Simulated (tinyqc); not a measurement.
Inside a calculation. Model: undoped symmetric double-gate MOSFET, analytic potential model.

Program tinyqc, `OMP_NUM_THREADS=1 python tinyqc.py 2440147 2440148 out.jsonl`; Intel Xeon 2.30GHz, shared host, one thread, about 0.02 s. Printed values are rounded.

An undoped body of thickness ts between two equal insulators and tied gates; long channel, electrons only, n = ni exp((psi - V)/Vt) with V the quasi-Fermi potential (0 at the source, Vd at the drain), constant mobility, no quantisation. Across the body psi(x) = V - 2 Vt ln[(ts/(2 beta)) sqrt(q ni/(2 eps0 eps_r Vt)) cos(2 beta x/ts)], x from the centre. Q is the electron charge per area of the whole body.

Inputs (values chosen for the exercise); material values close to those of gallium arsenide:
- T = 400 K (temperature)
- Eg = 1.44 eV (band gap)
- eps_r = 12.7 (relative permittivity of the semiconductor)
- Nc = 6.73e17 cm^-3 (conduction-band density of states at T)
- Nv = 1.36e19 cm^-3 (valence-band density of states at T)
- eox = 9.16 (relative permittivity of the gate insulator)
- tox = 6.1 nm (insulator thickness)
- ts = 20 nm (body thickness)
- dphi = -0.01 V (gate work function less that of the intrinsic body)
- mu = 470 cm^2/(V s) (channel mobility)
- L = 0.1 um (gate length)
- Vg = 0.59 V (gate voltage)
- Vd = 0.8 V (drain voltage)

Constants: q = 1.602176634e-19 C, kB = 1.380649e-23 J/K, Vt = kB T/q, eps0 = 8.8541878128e-14 F/cm where lengths are in cm. Results are converted to the units shown.

## Constants of the body

ni = sqrt(Nc Nv) exp(-Eg/(2 Vt)), Eg in volts; r = eps_r tox/(eox ts); V0 = dphi + 2 Vt ln[(2/ts) sqrt(2 eps0 eps_r Vt/(q ni))].

ni = 2.56553e9 cm^-3
r = 0.422871
V0 = 0.646817 V

## Iteration 1: beta at the source by Newton steps

beta at the start = 0.5

With V = 0: f = ln(beta) - ln(cos beta) + 2 r beta tan(beta) - (Vg - V0)/(2 Vt); f' = 1/beta + tan(beta) + 2 r [tan(beta) + beta/cos^2(beta)]; beta(new) = beta - f/f'.

f = 0.492619
f' = 3.55741
beta after iteration 1 = 0.361523

## Iteration 2: beta at the source by Newton steps

As before.

f = -0.0108191
f' = 3.81350
beta after iteration 2 = 0.364360

## Course of the iteration: beta at the source by Newton steps

Stop when beta changes by less than 1e-11, or after 40 iterations. beta must stay between 0 and pi/2.

Course of the iteration:

| iteration | beta | \|change\| |
|---|---|---|
| 1 | 0.361523 | 0.138 |
| 2 | 0.364360 | 2.84e-3 |
| 3 | 0.364365 | 4.52e-6 |
| 4 | 0.364365 | 1.12e-11 |
| 5 | 0.364365 | 0 |

Converged in 5 iterations. At the end the number of correct digits about doubles with each step.

## Charges and drain current

beta_s = 0.364365
beta_d = 4.00213e-6

beta (between 0 and pi/2) solves (Vg - V0 - V)/(2 Vt) = ln(beta) - ln(cos beta) + 2 r beta tan(beta). Q = 8 eps0 eps_r Vt beta tan(beta)/ts; I = mu (1/L)(4 eps0 eps_r/ts)(2 Vt)^2 [g(beta_s) - g(beta_d)] per width, g = beta tan(beta) - beta^2/2 + r beta^2 tan^2(beta), with beta_s at V = 0 and beta_d at V = Vd.

Qs = 21.5455 nC/cm^2
Qd = 2.48329e-9 nC/cm^2
g(beta_s) = 0.0807522
g(beta_d) = 8.00852e-12
I = 4.05658 uA/um

The term r beta^2 tan^2(beta), which gives the square law, makes up 10.1 % of g at the source.

## Potential and electron density across the body at the source

| point | x/ts |
|---|---|
| 0 | 0 |
| 1 | 0.1 |
| 2 | 0.2 |
| 3 | 0.3 |
| 4 | 0.4 |
| 5 | 0.45 |
| 6 | 0.5 |

psi(x) as above with V = 0 and beta = beta_s; n = ni exp(psi/Vt).

| point | psi (V) | n (cm^-3) |
|---|---|---|
| 0 | 0.587216 | 6.42359e16 |
| 1 | 0.587400 | 6.45782e16 |
| 2 | 0.587951 | 6.56199e16 |
| 3 | 0.588877 | 6.74065e16 |
| 4 | 0.590188 | 7.00186e16 |
| 5 | 0.590992 | 7.16708e16 |
| 6 | 0.591898 | 7.35797e16 |

The density at the surface is 1.15 times that at the centre (1/cos^2 beta).
